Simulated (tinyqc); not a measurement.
Capacitances against the distance to each plane.

Endless row of lines of width wl, height tl and space sl between grounded planes at distance hd; e2 fills the gaps beside the lines, e1 the rest. Laplace's equation is solved on meshes of 3, 6 and 12 steps per unit u and extrapolated (Aitken), which is good to about 0.2 %. C_even (all lines at 1 V) is the capacitance Cg to the planes; C_odd (neighbours in antiphase) = Cg + 4 Cc if only nearest neighbours couple, which defines Cc; total with quiet neighbours Cg + 2 Cc. Plate values 2 eps0 e1 wl/hd and eps0 e2 tl/sl.

Parameters, values chosen for the exercise: relative permittivity above and below the lines e1 = 4.2; relative permittivity between the lines e2 = 1; line width, in units u wl = 6 u; line height tl = 6 u; space between lines sl = 4 u.

Constants: eps0 = 8.8541878128e-12 F/m. Results are converted to the units shown.

The same in every row: plate Cc (aF/um) = 13.3.

Capacitances against the distance to each plane:
```
hd (u)	Cg (aF/um)	Cc (aF/um)	Cg + 2 Cc (aF/um)	C_odd (aF/um)	plate Cg (aF/um)	share of coupling, 2 Cc/(Cg + 2 Cc) (%)
2	303	12.2	327	352	223	7.48
3	214	17.6	249	284	149	14.1
4	166	22.5	211	256	112	21.3
5	135	26.7	189	242	89.3	28.3
6	115	30.2	175	235	74.4	34.5
8	87.6	35.6	159	230	55.8	44.9
10	70.9	39.4	150	229	44.6	52.7
```

Read the table: what changes, and by how much?

As hd goes from 2 to 10, Cg falls from 303 to 70.9 aF/um, Cc rises from 12.2 to 39.4 aF/um and the share of coupling rises from 7.48 to 52.7 %. Cg is 1.36 times its plate value in the first row and 1.59 times in the last; for Cc the ratios are 0.922 and 2.97. Neighbours in antiphase raise the load by a factor of 1.07 and 1.53 over quiet ones. For hd = 10 the planes are farther than 0.8 of the pitch, so second neighbours couple too and Cg + 2 Cc understates the quiet load by a per cent or more.

tinyqc, about 0.6 s, one thread, Intel Xeon 2.30GHz (shared host): `OMP_NUM_THREADS=1 python tinyqc.py 2790184 2790185 out.jsonl`
